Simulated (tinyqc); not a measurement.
From 2p+- binding energy back to transverse mass m_t: donor in an ellipsoidal valley (Kohn-Luttinger variational method). Computed by tinyqc, a small Python program. Command: `OMP_NUM_THREADS=1 python tinyqc.py 3011842 3011843 out.jsonl kohnlutt inv`. One thread of a shared host (Intel(R) Xeon(R) Processor @ 2.30GHz), about 0.2 s of CPU time with the checks.

H = -(d^2/dx^2 + d^2/dy^2) - gamma d^2/dz^2 - 2/r in units built on m_t, with gamma = m_t/m_l and z along the valley axis. One valley; no valley-orbit or central-cell term.

Inputs (values chosen for the exercise, modelled on silicon): longitudinal mass m_l = 0.912 m_0; dielectric constant eps = 11.6.

Constants: Ry = 13.605693123 eV; a_0 = 0.529177210903 angstrom.

Method. Ry* = Ry m_t/eps^2, a* = a_0 eps/m_t, gamma = m_t/m_l. Gaussian basis: g = P exp(-al (x^2 + y^2) - be z^2) with P = 1 (s-like), z (2p0) or x (2p+-); al = 0.004 x 2.6^k, k = 0..11, and be/al = 1, gamma^(-1/2) or 1/gamma (36 functions); 1/r = (2/sqrt(pi)) int exp(-t^2 r^2) dt by 48 Gauss-Legendre points after t = sqrt(al_i + al_j) tan(theta); overlap eigenvalues below 1e-10 are dropped.

Problem. A run gave the result below. Find the transverse mass m_t, known to lie between 0.09 and 0.25 m_0.

2p+- binding energy = 5.737936 meV

Solution.

Each step takes the trial c = (a f_b - b f_a)/(f_b - f_a), f being the result less the target and a, b, c the logarithms of the listed values; c replaces end b, the old b replaces a if the sign of f changed, and otherwise f_a is halved.

Scan of the range:
```
transverse mass m_t (m_0)  2p+- binding energy (meV)
0.090                                        3.16633
0.107                                        3.70127
0.127                                        4.31562
0.150                                        5.00465
0.178                                        5.82151
0.211                                        6.75736
0.250                                        7.83089
```

False position (Illinois rule, in the logarithm of the input) inside the bracket:
```
step     end a     end b     trial  2p+- binding energy (meV)
1     0.150000  0.178000  0.174910                    5.73246
2     0.178000  0.174910  0.175099                    5.73790
3     0.178000  0.175099  0.175101                    5.73797
4     0.175099  0.175101  0.175100                    5.73794
```

2p+- binding energy rises at every point of a 13-point scan of the range (every second point is shown), so one value fits; it is bracketed by 0.150 and 0.178. Answer: transverse mass m_t = 0.1751 m_0.
